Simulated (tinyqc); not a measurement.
Random telegraph noise from one oxide trap in a small MOSFET: two steps of the calculation.

An acceptor-like trap exchanges electrons with the channel. Inversion charge Q = Cox u, u = n Vt W0(exp((Vg - VT)/(n Vt))), W0 the Lambert function, n = nf, Cox = eps0 eox/tox; linear regime Id = (W/L) mu Q Vd. Relative to threshold the surface potential rises by Vt ln(u/u0) and the oxide voltage by the rest of Vg - VT, with u0 = n Vt W0(1).

Values chosen for this exercise; values of the order met in silicon transistors: temperature T = 300 K; relative permittivity of the gate insulator (close to silicon dioxide) eox = 3.9; insulator thickness tox = 3.3 nm; depth of the trap from the channel interface xt = 0.53 nm; trap level above the channel Fermi level at threshold E0 = 0.05 eV; capture prefactor s0 = 3e-17 cm^2; capture barrier (lattice relaxation) EB = 0.26 eV; tunnelling decay length lt = 0.19 nm; thermal velocity vth = 1.3e7 cm/s; thickness of the inversion layer zi = 1.7 nm; threshold voltage VT = 0.52 V; body factor nf = 1.27; gate width W = 210 nm; gate length L = 24 nm; mobility mu = 200 cm^2/(V s); scattering coefficient of the charged trap asc = 6.1e-16 V s; drain voltage Vd = 0.05 V; gate voltage Vg = 0.6 V.

Constants: q = 1.602176634e-19 C, kB = 1.380649e-23 J/K, Vt = kB T/q, eps0 = 8.8541878128e-14 F/cm where lengths are in cm. Results are converted to the units shown.

Task 1. Trap level, time constants and occupancy. N = Cox u/q; dpsi = Vt ln(u/u0); E = E0 - dpsi - (xt/tox)(Vg - VT - dpsi); capture time tc = 1/[(N/zi) vth s0 exp(-xt/lt - EB/Vt)]; emission time te = tc exp(-E/Vt); occupancy te/(tc + te).

Find: u; N; dpsi; E; tc; te; occupancy.

Result 1.

u = 0.06013 V
N = 3.927e11 cm^-2
dpsi = 0.03031 V
E = 0.01171 eV
tc = 4.213e-4 s
te = 2.678e-4 s
occupancy = 0.3886

The trap lies 0.45 Vt above the Fermi level, so it is empty most of the time.

Task 2. Step height. A = W L; threshold step dV = q (1 - xt/tox)/(Cox A); gm/Id = 1/(u + n Vt); relative step dI/I = (gm/Id) dV + asc mu/A. Id as defined.

u = 0.060132070 V
N = 3.9273098e11 cm^-2

Give: electrons in the channel N A; dV; gm/Id; number part of dI/I; dI/I; Id; dI.

Result 2.

electrons in the channel N A = 19.79
dV = 2.550 mV
gm/Id = 10.76 1/V
number part of dI/I = 2.743 %
dI/I = 2.985 %
Id = 5.506 uA
dI = 164.4 nA

Range of the model: VT is taken as given; short-channel effects and the uneven flow of current among few electrons are left out.

Computed by the program tinyqc: `OMP_NUM_THREADS=1 python tinyqc.py 2710065 2710066 out.jsonl`, one thread of a shared Intel Xeon 2.30GHz, about 0.01 s for the whole run.
